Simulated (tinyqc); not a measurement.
# Surface potential of a MOS transistor: implicit equation and explicit approximations: accuracy of the approximations against gate voltage

p-type body, charge-sheet picture, depletion and inversion only, full ionisation (an idealisation for deep acceptors), Boltzmann statistics (rough once Na exp(x - xn) passes about Nc/7). In units of Vt: xg = (Vg - Vfb)/Vt, x = psi/Vt, G = gamma/sqrt(Vt), xn = (2 phiF + Vc)/Vt. The implicit equation is (xg - x)^2 = G^2 [x - 1 + exp(x - xn)] for x above about 3. Cox = eps0 eox/tox.

ni = sqrt(Nc Nv) exp(-Eg/(2 Vt)), Eg in volts; phiF = Vt ln(Na/ni); gamma = sqrt(2 q eps0 eps_r Na)/Cox; VT = Vfb + Vt (xn + G sqrt(xn - 1)). Depletion value a = 1 + [sqrt(G^2/4 + xg - 1) - G/2]^2; inversion value b = xn + ln[(xg - xn)^2/G^2 - xn + 1] and first guess y = min(a, b) - ln(1 + exp(-|a - b|)) if a > xn + 1, else b = y = a; one second-order correction with D = exp(y - xn), p = 2 (xg - y) + G^2 (1 + D), w = (xg - y)^2 - G^2 (y - 1 + D): z = y + 2 w/(p + sqrt(p^2 - 2 (2 - G^2 D) w)), or the Newton step z = y + w/p where the root is not real. N_inv = (Cox Vt G/q) [sqrt(x - 1 + exp(x - xn)) - sqrt(x - 1)] at the root. Lambert form (Cox m Vt/q) W0[(G/(2 m sqrt(xn - 1))) exp((Vg - VT)/(m Vt))], m = 1 + G/(2 sqrt(xn - 1)). Errors under 1e-4 mV, and the linear form below VT, are printed as 0.

Inputs (values chosen for the exercise); band and dielectric values close to those of silicon:
```
symbol,value,unit,meaning
T,250,K,temperature
Eg,1.13,eV,band gap
eps_r,11.6,,relative permittivity
Nc,2.15e19,cm^-3,conduction-band density of states at T
Nv,1.99e19,cm^-3,valence-band density of states at T
eox,3.9,,relative permittivity of the gate insulator (close to silicon dioxide)
tox,3.6,nm,insulator thickness
Na,1.7e17,cm^-3,acceptor density
Vfb,-0.72,V,flat-band voltage
Vc,0,V,channel-body voltage
```

Constants: q = 1.602176634e-19 C, kB = 1.380649e-23 J/K, Vt = kB T/q, eps0 = 8.8541878128e-14 F/cm where lengths are in cm. Results are converted to the units shown.

Accuracy of the approximations against gate voltage:
```
Vg (V)  psi (V)      x - xn  error of y (mV)  error of z (mV)  N_inv (cm^-2)  Cox (Vg - VT)/q (cm^-2)  Lambert form (cm^-2)
0.04    0.57633     -16.098                0                0         2178.8                        0                1366.8
0.24    0.74959     -8.0553          8.63e-4                0       5.9161e6                        0              5.0600e6
0.44    0.92308  -0.0020260             2.46         -5.92e-4      1.6616e10                1.6321e10             1.6704e10
0.64     1.0071      3.8982             15.5            -3.52      6.4709e11                1.2137e12             6.7503e11
0.84     1.0331      5.1056             10.4           -0.638      1.6695e12                2.4111e12             1.7348e12
1.04     1.0486      5.8249             8.08           -0.259      2.7628e12                3.6084e12             2.8594e12
1.24     1.0598      6.3462             6.71           -0.139      3.8848e12                4.8058e12             4.0076e12
1.44     1.0687      6.7575             5.79          -0.0858      5.0227e12                6.0032e12             5.1679e12
1.64     1.0760      7.0979             5.12          -0.0577      6.1709e12                7.2006e12             6.3356e12
```

What does the table show?

psi rises from 0.576 to 1.08 V and ends 7.1 Vt above 2 phiF + Vc. Among the rows the first guess is off by at most 16 mV (at Vg = 0.64 V) and the corrected value by at most 3.5 mV. In the last row the linear form is 17 % above N_inv and the Lambert form 2.7 % above it; in the first row the Lambert form is 37 % below it. For Vg = 0.64, 0.84, 1.04, 1.24, 1.44, 1.64 the electron quasi-Fermi level lies less than 2 Vt below the band edge at the surface, or above it, where degeneracy and confinement, left out, matter.

tinyqc, about 0.01 s, one thread, Intel Xeon 2.30GHz (shared host): `OMP_NUM_THREADS=1 python tinyqc.py 2122218 2122219 out.jsonl`
